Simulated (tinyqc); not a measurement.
Worked calculation: delta-doped layer in the Thomas-Fermi potential. Values are carried at full precision from step to step, so a last printed digit may differ when a step is redone from the rounded ones.

All donors ionised in the plane z = 0, zero temperature, energies from the Fermi level EF of the Thomas-Fermi model, which lies at the bulk band edge; c = hbar^2/2m0, q = e^2/(4 pi eps0). Layer in a (001) plane: two valleys with m_z = ml, m_d = mt (unprimed) and four with m_z = mt, m_d = sqrt(ml mt) (primed); m3 = (ml mt^2)^(1/3), gv = 6. With n = (gv/3 pi^2)(m3 (-V)/c)^(3/2) and V'' = -(4 pi q/eps) n for z > 0, the solution is V = -b/(|z| + z0)^4 with sqrt(b) = 20/K, K = (4 pi q/eps)(gv/3 pi^2)(m3/c)^(3/2), and z0^5 = 4b/(e F0), e F0 = 2 pi q N/eps; 1e13/cm^2 = 1e-3/angstrom^2. Exchange and correlation are left out.

Constants: hbar^2/2m0 = 3.80998211 eV angstrom^2; e^2/(4 pi eps0) = 14.39964547 eV angstrom.

Inputs chosen for the exercise (near those of a delta-doped layer in Si; not measured data):
- ml = 0.938 m0 (longitudinal mass)
- mt = 0.192 m0 (transverse mass)
- eps = 12 (dielectric constant)
- N = 11 x 1e13/cm^2 (donor sheet density)

## The Thomas-Fermi well

Give K, b, e F0, z0 and the depth b/z0^4.

K = 0.076406 eV^(-1/2) angstrom^-2
b = 68518 eV angstrom^4
e F0 = 0.082936 eV/angstrom
z0 = 20.13 angstrom
depth = 0.4174 eV

Half of the electrons lie within |z| < (2^(1/5) - 1) z0 = 3.0 angstrom. The mean donor spacing in the plane is 9.5 angstrom, against a Bohr radius 0.529177 eps/m3 = 19.5 angstrom: the orbits overlap many donors, so a smeared sheet is a fair model in the plane. Across the plane the Thomas-Fermi density is more peaked than that of the quantised subbands, the more so the fewer are filled.

## Profile

V = -b/(|z| + z0)^4, n and the share of electrons beyond |z|, (z0/(|z| + z0))^5, at z = 0, 0.1, 0.25, 0.5, 1 and 2 times z0; n = (eps/(4 pi q)) 20 b/(|z| + z0)^6, q = e^2/(4 pi eps0), 1/angstrom^3 = 1e24/cm^3.

Profile:
```
z (angstrom)   V (eV)  n (1e19/cm^3)  share beyond
0.0           -0.4174            137         1.000
2.0           -0.2851           77.1         0.621
5.0           -0.1709           35.8         0.328
10.1          -0.0824           12.0         0.132
20.1          -0.0261           2.13         0.031
40.3          -0.0052          0.187         0.004
```

## Subbands

Subbands solve -(c/m_z) psi'' + V psi = E psi on 1280 points of spacing z0/80; up to ten levels for each group, kept if bound with an rms width below 2.5 z0.

List the bound levels with their rms width.

Subbands:
```
label  valleys g  m_d (m0)   E (eV)  rms z (angstrom)
0              2    0.1920  -0.1952               4.7
0'             4    0.4244  -0.1143              11.1
1              2    0.1920  -0.0329              15.7
2              2    0.1920  -0.0051              38.0
```

The lowest level lies 53 % of the way up the well, and 0' follows 81 meV higher.

## Filling the subbands

At zero temperature n_i = g m_d (mu - E_i)/(2 pi c) for E_i < mu, c = hbar^2/2m0; find mu from sum n_i = N (1e13/cm^2 = 1e-3/angstrom^2).

mu = -0.0074 eV

n_i in the order of the list (1e13/cm^2): 3.011  7.580  0.409  0.000

3 subbands filled in part, the lowest with 27 % of the electrons. The potential was built for a Fermi level at 0; filling its quantised levels puts mu 1.8 % of the depth below that, which shows how nearly the two pictures agree. The fullest is 0', with 69 %.

## Estimate from a V-shaped well

Near z = 0 the well is -depth + e F0 |z|, whose levels are a (c (e F0)^2/m_z)^(1/3) with a = 1.018793 (even) and 2.338107 (odd); c = hbar^2/2m0, m_z = ml, for the unprimed levels.

levels 0 and 1 (eV): -0.1082  0.2921

Level 0 comes out 87 meV too high, since screening flattens the true well away from the plane, and level 1 lands above the rim at 0.

## Checks

- Integral of the Thomas-Fermi density against N, 1e13/cm^2: both 11.00.
- Lowest level on a finer grid (z0/200), eV: both -0.195.

(tinyqc, `OMP_NUM_THREADS=1 python tinyqc.py 1281012 1281013 out.jsonl`, Intel(R) Xeon(R) Processor @ 2.30GHz, 1 thread, shared host, about 0.1 s.)
